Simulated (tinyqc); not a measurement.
Inside a calculation. Method: empirical pseudopotential in a few plane waves. One step of it, computed by the program tinyqc.

Problem. Bloch Hamiltonian at G. Basis: the 15 shortest G (labels in 2 pi/a), the same at every k. H(G,G') = c |k + G|^2 delta + VS(|G-G'|^2) cos((G-G').tau) + i VA sin((G-G').tau), tau = a/8 (1,1,1); 1 Ry = 13.605693 eV.

Parameters chosen for this model: fcc lattice, atoms at +/- a/8 (1,1,1); form factors in rydberg at |G|^2 in units of (2 pi/a)^2:
```
parameter                 value      unit
a                      5.640000  angstrom
VS(3)                 -0.217000        Ry
VS(8)                  0.040000        Ry
VS(11)                 0.059000        Ry
VA(3)                  0.125000        Ry
VA(4)                  0.033000        Ry
VA(11)                 0.027000        Ry
hbar^2/2m (2 pi/a)^2   4.728512        eV
```

k point G (2 pi / a): [0, 0, 0]

Give: H(k) at G.

Solution.

H(k) at G (eV):
```
                 +0+0+0           -1-1-1           -1-1+1           -1+1-1
+0+0+0           0.0000   2.0877+1.2026i  -2.0877+1.2026i  -2.0877+1.2026i
-1-1-1   2.0877-1.2026i          14.1855   0.0000-0.4490i   0.0000-0.4490i
-1-1+1  -2.0877-1.2026i   0.0000+0.4490i          14.1855           0.5442
-1+1-1  -2.0877-1.2026i   0.0000+0.4490i           0.5442          14.1855
-1+1+1  -2.0877+1.2026i          -0.5442   0.0000+0.4490i   0.0000+0.4490i
+1-1-1  -2.0877-1.2026i   0.0000+0.4490i           0.5442           0.5442
+1-1+1  -2.0877+1.2026i          -0.5442   0.0000+0.4490i           0.0000
+1+1-1  -2.0877+1.2026i          -0.5442           0.0000   0.0000+0.4490i
+1+1+1   2.0877+1.2026i           0.0000          -0.5442          -0.5442
-2+0+0   0.0000-0.4490i  -2.0877+1.2026i  -2.0877-1.2026i  -2.0877-1.2026i
+0-2+0   0.0000-0.4490i  -2.0877+1.2026i  -2.0877-1.2026i   0.5676-0.2598i
+0+0-2   0.0000-0.4490i  -2.0877+1.2026i   0.5676-0.2598i  -2.0877-1.2026i
+0+0+2   0.0000+0.4490i  -0.5676-0.2598i   2.0877+1.2026i  -0.5676+0.2598i
+0+2+0   0.0000+0.4490i  -0.5676-0.2598i  -0.5676+0.2598i   2.0877+1.2026i
+2+0+0   0.0000+0.4490i  -0.5676-0.2598i  -0.5676+0.2598i  -0.5676+0.2598i

                 -1+1+1           +1-1-1           +1-1+1           +1+1-1
+0+0+0  -2.0877-1.2026i  -2.0877+1.2026i  -2.0877-1.2026i  -2.0877-1.2026i
-1-1-1          -0.5442   0.0000-0.4490i          -0.5442          -0.5442
-1-1+1   0.0000-0.4490i           0.5442   0.0000-0.4490i           0.0000
-1+1-1   0.0000-0.4490i           0.5442           0.0000   0.0000-0.4490i
-1+1+1          14.1855           0.0000           0.5442           0.5442
+1-1-1           0.0000          14.1855   0.0000-0.4490i   0.0000-0.4490i
+1-1+1           0.5442   0.0000+0.4490i          14.1855           0.5442
+1+1-1           0.5442   0.0000+0.4490i           0.5442          14.1855
+1+1+1   0.0000+0.4490i          -0.5442   0.0000+0.4490i   0.0000+0.4490i
-2+0+0   2.0877-1.2026i   0.5676-0.2598i  -0.5676-0.2598i  -0.5676-0.2598i
+0-2+0  -0.5676-0.2598i  -2.0877-1.2026i   2.0877-1.2026i  -0.5676-0.2598i
+0+0-2  -0.5676-0.2598i  -2.0877-1.2026i  -0.5676-0.2598i   2.0877-1.2026i
+0+0+2  -2.0877+1.2026i  -0.5676+0.2598i  -2.0877+1.2026i   0.5676+0.2598i
+0+2+0  -2.0877+1.2026i  -0.5676+0.2598i   0.5676+0.2598i  -2.0877+1.2026i
+2+0+0   0.5676+0.2598i   2.0877+1.2026i  -2.0877+1.2026i  -2.0877+1.2026i

                 +1+1+1           -2+0+0           +0-2+0           +0+0-2
+0+0+0   2.0877-1.2026i   0.0000+0.4490i   0.0000+0.4490i   0.0000+0.4490i
-1-1-1           0.0000  -2.0877-1.2026i  -2.0877-1.2026i  -2.0877-1.2026i
-1-1+1          -0.5442  -2.0877+1.2026i  -2.0877+1.2026i   0.5676+0.2598i
-1+1-1          -0.5442  -2.0877+1.2026i   0.5676+0.2598i  -2.0877+1.2026i
-1+1+1   0.0000-0.4490i   2.0877+1.2026i  -0.5676+0.2598i  -0.5676+0.2598i
+1-1-1          -0.5442   0.5676+0.2598i  -2.0877+1.2026i  -2.0877+1.2026i
+1-1+1   0.0000-0.4490i  -0.5676+0.2598i   2.0877+1.2026i  -0.5676+0.2598i
+1+1-1   0.0000-0.4490i  -0.5676+0.2598i  -0.5676+0.2598i   2.0877+1.2026i
+1+1+1          14.1855  -0.5676-0.2598i  -0.5676-0.2598i  -0.5676-0.2598i
-2+0+0  -0.5676+0.2598i          18.9140           0.5442           0.5442
+0-2+0  -0.5676+0.2598i           0.5442          18.9140           0.5442
+0+0-2  -0.5676+0.2598i           0.5442           0.5442          18.9140
+0+0+2  -2.0877-1.2026i          -0.5442          -0.5442           0.0000
+0+2+0  -2.0877-1.2026i          -0.5442           0.0000          -0.5442
+2+0+0  -2.0877-1.2026i           0.0000          -0.5442          -0.5442

                 +0+0+2           +0+2+0           +2+0+0
+0+0+0   0.0000-0.4490i   0.0000-0.4490i   0.0000-0.4490i
-1-1-1  -0.5676+0.2598i  -0.5676+0.2598i  -0.5676+0.2598i
-1-1+1   2.0877-1.2026i  -0.5676-0.2598i  -0.5676-0.2598i
-1+1-1  -0.5676-0.2598i   2.0877-1.2026i  -0.5676-0.2598i
-1+1+1  -2.0877-1.2026i  -2.0877-1.2026i   0.5676-0.2598i
+1-1-1  -0.5676-0.2598i  -0.5676-0.2598i   2.0877-1.2026i
+1-1+1  -2.0877-1.2026i   0.5676-0.2598i  -2.0877-1.2026i
+1+1-1   0.5676-0.2598i  -2.0877-1.2026i  -2.0877-1.2026i
+1+1+1  -2.0877+1.2026i  -2.0877+1.2026i  -2.0877+1.2026i
-2+0+0          -0.5442          -0.5442           0.0000
+0-2+0          -0.5442           0.0000          -0.5442
+0+0-2           0.0000          -0.5442          -0.5442
+0+0+2          18.9140           0.5442           0.5442
+0+2+0           0.5442          18.9140           0.5442
+2+0+0           0.5442           0.5442          18.9140
```
